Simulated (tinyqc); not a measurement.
Inside a calculation. Method: plane-wave Kohn-Sham cycle with exchange-only LDA in a layered model solid. Computed by tinyqc, a small Python program that keeps every step. Settings: points = 16, plane-wave index or count = 2, electrons = 2, k points = 2, area = 9.0, mixing = 0.8, iteration cap = 55. Command: `OMP_NUM_THREADS=1 python tinyqc.py 25633 25634 out.jsonl` (the two numbers bound the seeds that draw the settings). One thread of a shared host (Intel(R) Xeon(R) Processor @ 2.60GHz), about 0.02 s of CPU time with the checks.

A solid whose potential varies along x alone (atomic units):
```
parameter                      value
period a                   11.700000
cross-section of the cell   9.000000
electrons per cell                 2
grid points                       16
plane waves -n..n, n               2
k points                           2
V1 in V1 cos(2 pi x/a)     -0.320000
```

Stop when sqrt(dV sum R^2) is below 1e-8, dV = a A/N.

Course of the cycle:
```
iteration  E (hartree)  norm of the residual
1          -0.74872115              2.28e-01
2          -1.64090647              3.88e-01
3          -2.32681895              3.78e-01
4          -1.52744699              3.74e-01
5          -2.30277052              3.74e-01
6          -1.53281468              3.74e-01
7          -2.30211876              3.74e-01
8          -1.53298799              3.74e-01
9          -2.30208799              3.74e-01
10         -1.53299585              3.74e-01
11         -2.30208670              3.74e-01
...                ...                   ...
45         -2.30208664              3.74e-01
46         -1.53299620              3.74e-01
47         -2.30208664              3.74e-01
48         -1.53299620              3.74e-01
49         -2.30208664              3.74e-01
50         -1.53299620              3.74e-01
51         -2.30208664              3.74e-01
52         -1.53299620              3.74e-01
53         -2.30208664              3.74e-01
54         -1.53299620              3.74e-01
55         -2.30208664              3.74e-01
```

Can the last value be used, and what does the course show?

Not by the stop rule. Not converged within 55 iterations: the residual has stopped falling: the iteration swings between two states. Reruns (cap 100 unless said): mixing 0.1: not converged; mixing 0.5, Kerker q0 1.0: converged in 37 (E = -0.44048); mixing 0.3, Pulay depth 5: converged in 51 (E = -0.44048); the original settings with a cap of 400: not converged.
